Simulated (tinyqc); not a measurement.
# Metal-interlayer-semiconductor contact, depinning against tunnelling resistance, step by step

Numbers from tinyqc (`OMP_NUM_THREADS=1 python tinyqc.py 2270174 2270175 out.jsonl`; about 0.03 s on one thread of a shared Intel Xeon 2.30GHz). Printed values are rounded.

Zero bias, n-type semiconductor. Gap states at the semiconductor surface thin out as exp(-be ti), which unpins the barrier; electrons must then cross the interlayer (a rectangular barrier, no voltage drop across it) and the parabolic depleted layer, both by WKB. Energies E are counted from the Fermi level; no image force, parabolic bands.

Parameters, values chosen for the exercise; semiconductor values close to those of gallium arsenide; interlayer mass of the order of that in lanthanum oxide, offset chosen freely:

| symbol | value | unit | meaning |
|---|---|---|---|
| T | 250 | K | temperature |
| Eg | 1.37 | eV | band gap |
| eps_r | 13.1 |  | relative permittivity |
| chi | 4.21 | eV | electron affinity |
| Nc | 3.35e17 | cm^-3 | conduction-band density of states at T |
| mt | 0.0693 | m0 | tunnelling mass in the semiconductor |
| mA | 0.0685 | m0 | Richardson mass |
| Nd | 9.4e17 | cm^-3 | donor density |
| E0 | 0.49 | eV | charge-neutrality level above the valence band |
| S0 | 0.098 |  | pinning factor without interlayer |
| phiM | 4.32 | eV | metal work function |
| ti | 1 | nm | interlayer thickness |
| dE | 2.05 | eV | conduction-band offset of the interlayer above the semiconductor |
| mi | 0.31 | m0 | tunnelling mass in the interlayer |
| be | 2 | 1/nm | decay constant of gap states through the interlayer |

Constants: q = 1.602176634e-19 C, kB = 1.380649e-23 J/K, eps0 = 8.8541878128e-12 F/m, hbar = 1.054571817e-34 J s, h = 6.62607015e-34 J s, m0 = 9.1093837015e-31 kg, Vt = kB T/q, hbar^2/(2 m0) = 0.0380998212 eV nm^2. Results are converted to the units shown.

## Pinning, barrier and scales

S = 1/(1 + (1/S0 - 1) exp(-be ti)); phiB = S (phiM - chi) + (1 - S)(Eg - E0); xi = Ec - EF deep inside, from Nd = Nc F(-xi/Vt), F(x) = (2/sqrt(pi)) int_0^infinity sqrt(u) du/(1 + exp(u - x)); band bending U = phiB - xi; E00 = (hbar/2) sqrt(Nd/(eps0 eps_r mt m0)) in volts; A = 4 pi q mA m0 kB^2/h^3.

S = 0.445308
phiB = 0.537113 eV
xi = -0.0428251 eV
U = 0.579938 eV
E00 = 0.0188925 eV
A = 8.23187 A/(cm^2 K^2)

The interlayer moves the barrier from 0.805 eV to 0.537 eV; the unpinned limit is phiM - chi = 0.110 eV. E00/Vt = 0.877: by the usual rule of thumb (0.5 to 5) thermionic-field emission.

## Exponents and integrand on an energy grid

E, point 0 to 16 (eV): [0.01, 0.04125, 0.0725, 0.10375, 0.135, 0.16625, 0.1975, 0.22875, 0.26, 0.29125, 0.3225, 0.35375, 0.385, 0.41625, 0.4475, 0.47875, 0.51]

With U = phiB - xi: for xi < E < phiB, y = (E - xi)/U and G1 = (U/E00) [sqrt(1 - y) - y ln((1 + sqrt(1 - y))/sqrt(y))], G1 = 0 above phiB; G2 = 2 ti sqrt(mi max(phiB + dE - E, 0)/C), C = hbar^2/(2 m0); f = 1/(1 + exp(E/Vt)); integrand exp(-G1 - G2) f.

G1, point 0 to 16: [24.0436, 21.1737, 18.6437, 16.3670, 14.2956, 12.3995, 10.6585, 9.0584, 7.5891, 6.2434, 5.0167, 3.9064, 2.9123, 2.0364, 1.2842, 0.6671, 0.2088]
G2, point 0 to 16: [9.15833, 9.10263, 9.04659, 8.99020, 8.93346, 8.87635, 8.81887, 8.76102, 8.70278, 8.64415, 8.58512, 8.52568, 8.46582, 8.40554, 8.34482, 8.28366, 8.22204]
f, point 0 to 16: [0.385995, 0.128449, 0.0333974, 0.00803505, 0.00189538, 4.44994e-4, 1.04359e-4, 2.44677e-5, 5.73625e-6, 1.34480e-6, 3.15272e-7, 7.39118e-8, 1.73277e-8, 4.06227e-9, 9.52351e-10, 2.23267e-10, 5.23423e-11]
integrand, point 0 to 16 (in units of 1e-13): [0.01470, 0.09118, 0.31475, 0.78074, 1.54683, 2.56066, 3.62737, 4.46381, 4.82139, 4.60357, 3.90402, 2.94797, 1.98286, 1.18550, 0.62654, 0.28945, 0.11412]

## Contact resistivity

1/rho_c = (A T^2/Vt^2) I, with I the trapezoid sum of the integrand over the grid.

I = 1.05660e-13 eV
rho_c = 8537.7 ohm cm^2

A fine grid from xi upwards gives rho_c = 8509 ohm cm^2; the coarse value is 0.33 % above it. The integrand peaks at E = 0.26 eV, and 0.090 % of the current flows above phiB. Tunnelling through the interlayer costs a factor of 5980 at this barrier height; the bare contact (ti = 0) has rho_c = 25200 ohm cm^2, so with the interlayer rho_c is 66 % below that.
